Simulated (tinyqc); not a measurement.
Physical sputtering: collision-cascade yield, angular dependence, faceting and resputtering in deposition: one step, computed by the program tinyqc.

Ions start collision cascades; atoms that reach the surface with more than U leave. The target is amorphous or fine-grained.

Question. Oblique incidence. Angular law: Y/Y0 = t^f exp(-f cos(a_opt)(t - 1)), t = 1/cos(angle), largest at a_opt. A plane tilted by the angle recedes along the beam at a speed proportional to Y(angle), and along its own normal as Y cos(angle).

Inputs (values chosen for the exercise, modelled on gallium ions on titanium): angular exponent f = 1.5; angle of the largest yield = 70 degrees; angle of incidence = 10 degrees.

yield Y0 = 2.379858 atoms per ion

Give: Y/Y0 at the angle; yield at the angle; normal speed relative to a flat surface; largest Y/Y0.

Answer.

Y/Y0 at the angle = 1.015

yield at the angle = 2.416 atoms per ion

normal speed relative to a flat surface = 0.9997

largest Y/Y0 = 1.863
